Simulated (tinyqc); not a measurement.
# Hot electrons in a saturated n-channel MOSFET, lucky-electron model, step by step

Numbers from tinyqc (`OMP_NUM_THREADS=1 python tinyqc.py 2550018 2550019 out.jsonl`; about 0.01 s on one thread of a shared Intel Xeon 2.30GHz). Printed values are rounded.

Beyond pinch-off the lateral field grows as Esat cosh(y/l) over the velocity-saturated region (pseudo-two-dimensional model). Impact ionisation in this region gives the substrate current, which biases the body forward through Rsub. Currents are per width. Local-field laws: they overstate ionisation when the field peak is narrower than an energy relaxation length.

Parameters, values chosen for the exercise; values close to those of silicon n-channel devices: channel length L = 0.35 um; oxide thickness tox = 6.6 nm; junction depth xj = 110 nm; threshold VT = 0.47 V; effective mobility mu = 420 cm^2/(V s); saturation velocity vs = 8.6e6 cm/s; ionisation prefactor Ai = 2e6 1/cm; ionisation field Bi = 1.66 MV/cm; resistance of the lightly doped drain Rd = 700 ohm um; substrate resistance Rsub = 3200 ohm um; fall of VT per volt of forward body bias kb = 0.43; hot-electron mean free path lm = 7.2 nm; oxide barrier pb = 3.2 V; prefactor of the gate current Cg = 0.0038; lifetime exponent m = 3.3; lifetime constant Hl = 43000 s uA/um; drain voltage Vd = 2.2 V; gate voltage Vg = 1.2 V.

Constants: eps0 = 8.8541878128e-14 F/cm where lengths are in cm. Results are converted to the units shown.

## Length and field scales

Cox = 3.9 eps0/tox, l = sqrt(3 tox xj), Esat = 2 vs/mu.

Cox = 0.523202 uF/cm^2
l = 46.6690 nm
Esat = 0.0409524 MV/cm
Esat L = 1.43333 V

## Iteration 1: body bias from the substrate current

Vb at the start = 0 V

Cox = 3.9 eps0/tox. Overdrive g = Vg - VT + kb Vb; Vdsat = g Esat L/(g + Esat L); Id = Cox vs (g - Vdsat); dV = Vd - Id Rd - Vdsat; Em = sqrt((dV/l)^2 + Esat^2); Isub = Id (Ai/Bi) l Em exp(-Bi/Em). Vb(new) = Rsub Isub.

Vdsat = 0.483667 V
Id = 110.838 uA/um
dV = 1.63875 V
Em = 0.353522 MV/cm
Isub = 2.01271 uA/um
Vb after iteration 1 = 0.00644067 V

## Iteration 2: body bias from the substrate current

As before.

Vdsat = 0.484881 V
Id = 111.538 uA/um
dV = 1.63704 V
Em = 0.353159 MV/cm
Isub = 2.01361 uA/um
Vb after iteration 2 = 0.00644354 V

## Course of the iteration: body bias from the substrate current

Stop when Vb changes by less than 1e-9 V, or after 60 iterations.

Course of the iteration:
```
iteration      Vb (V)  |change| (V)
1          0.00644067       6.44e-3
2          0.00644354       2.87e-6
3          0.00644354       1.23e-9
4          0.00644354      5.31e-13
```

Converged in 4 iterations. At the end each change is about 4.3e-4 times the one before: linear convergence.

## Gate current, lifetime and channel shortening

Id = 111.538 uA/um
dV = 1.63704 V
Em = 0.353159 MV/cm
Isub = 2.01361 uA/um

Ig = Cg Id exp(-pb/(lm Em)); lifetime tau = (Hl/Id)(Isub/Id)^(-m); length of the saturated region dL = l ln[(dV/l + Em)/Esat]. 1 year = 3.15576e7 s.

Isub/Id = 0.0180530
Ig = 1.45107 pA/um
tau = 6.92349 years
dL = 132.740 nm

The lifetime misses ten years. Integrating Ai exp(-Bi/E) over the cosh profile gives Isub/Id = 0.0154, so the closed form is 17 % above it.
